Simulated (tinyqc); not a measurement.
# Six-transistor SRAM cell, nodal equations and margins: two studies

Two cross-coupled inverters (pull-down bn, pull-up bp) hold the nodes Q and QB; access transistors (ba, threshold VTn, gate on the word line at Vdd when selected) join them to the bit lines. Transistor (EKV form, voltages against the body): I = 2 n b Vt^2 [F(vp - Vs) - F(vp - Vd)] from drain to source, F(v) = ln^2(1 + exp(v/(2 Vt))), vp = (Vg - VT + sg |Vd - Vs|)/n. n-channel bodies are at 0; for the p-channel device all voltages are counted down from Vdd. b in uA/V^2 gives I in uA. For an access transistor the bit line is the drain and the node the source. In a read both bit lines are at Vdd. The cell is symmetric (no mismatch).

Inputs (values chosen for the exercise):

| symbol | value | unit | meaning |
|---|---|---|---|
| T | 325 | K | temperature |
| Vdd | 0.4 | V | supply voltage |
| n | 1.18 |  | slope factor |
| sg | 0.063 |  | drain-induced barrier lowering |
| VTn | 0.27 | V | n-channel threshold |
| VTp | 0.42 | V | p-channel threshold (magnitude) |
| bn | 210 | uA/V^2 | gain factor of the pull-down transistor |
| ba | 84 | uA/V^2 | gain factor of the access transistor |
| bp | 72 | uA/V^2 | gain factor of the pull-up transistor |

Constants: q = 1.602176634e-19 C, kB = 1.380649e-23 J/K, Vt = kB T/q. Results are converted to the units shown.

Each table varies one quantity; the others keep the values above.

## Effect of the gain factor of the access transistor

f(x) is the node voltage of one half-cell for input x: In = Ip in hold, In = Ip + Ia in a read. Static noise margin: side of the largest square between the curve (x, f(x)) and its mirror image (f(y), y); with h(c) the root x of f(x) - x = c, it is the maximum over c > 0 of h(c) - h(-c) + c. Q is the low node in a read and Iread the current of its access transistor. The write trip is the voltage to which the bit line of the high node must fall (the other staying at Vdd) for that state to vanish; higher is easier, and a negative value means that a grounded bit line does not write.

The same in every row: hold margin (mV) = 99.90.

Result of one run:
```
ba (uA/V^2)	read margin (mV)	Q in a read (mV)	Iread (uA)	write trip (mV)
52	49.11	18.58	0.4350	155.6
```

What becomes of these results when the gain factor of the access transistor ba is changed from 52 to 73 uA/V^2, all else the same?

Result of the changed run:
```
ba (uA/V^2)	read margin (mV)	Q in a read (mV)	Iread (uA)	write trip (mV)
73	42.30	24.45	0.5564	173.8
```

The whole series:
```
ba (uA/V^2)	read margin (mV)	Q in a read (mV)	Iread (uA)	write trip (mV)
52	49.11	18.58	0.4350	155.6
73	42.30	24.45	0.5564	173.8
100	35.62	31.08	0.6837	191.2
140	28.14	39.46	0.8293	210.6
200	19.92	49.80	0.9832	233.1
270	12.84	59.74	1.098	255.3
```

As ba goes from 52 to 270 uA/V^2, the read margin falls from 49.1 to 12.8 mV, the write trip rises from 156 to 255 mV and Iread rises from 0.435 to 1.10 uA. The read margin is 0.49 of the hold margin in the first row and 0.13 in the last. Read stability and write ability pull in opposite directions. In every row the read margin is under 100 mV, which threshold mismatch, left out here, can use up in a large array.

## Effect of the gain factor of the pull-down transistor

Same model as above.

Result of one run:
```
bn (uA/V^2)	hold margin (mV)	read margin (mV)	Q in a read (mV)	Iread (uA)	write trip (mV)
300	94.45	42.22	20.60	0.6808	173.8
```

What becomes of these results when the gain factor of the pull-down transistor bn is changed from 300 to 230 uA/V^2, all else the same?

Result of the changed run:
```
bn (uA/V^2)	hold margin (mV)	read margin (mV)	Q in a read (mV)	Iread (uA)	write trip (mV)
230	98.52	40.15	25.43	0.6302	179.4
```

The whole series:
```
bn (uA/V^2)	hold margin (mV)	read margin (mV)	Q in a read (mV)	Iread (uA)	write trip (mV)
130	107.2	34.62	38.48	0.5062	193.3
170	103.1	37.38	31.89	0.5665	186.5
230	98.52	40.15	25.43	0.6302	179.4
300	94.45	42.22	20.60	0.6808	173.8
400	90.02	43.98	16.22	0.7288	168.4
520	85.96	45.11	12.93	0.7662	164.0
```

As bn goes from 130 to 520 uA/V^2, the read margin rises from 34.6 to 45.1 mV, the write trip falls from 193 to 164 mV and Iread rises from 0.506 to 0.766 uA. The read margin is 0.32 of the hold margin in the first row and 0.52 in the last. Read stability and write ability pull in opposite directions. In every row the read margin is under 100 mV, which threshold mismatch, left out here, can use up in a large array.

Computed by the program tinyqc: `OMP_NUM_THREADS=1 python tinyqc.py 2340174 2340175 out.jsonl`, one thread of a shared Intel Xeon 2.30GHz, about 0.2 s for the whole run.
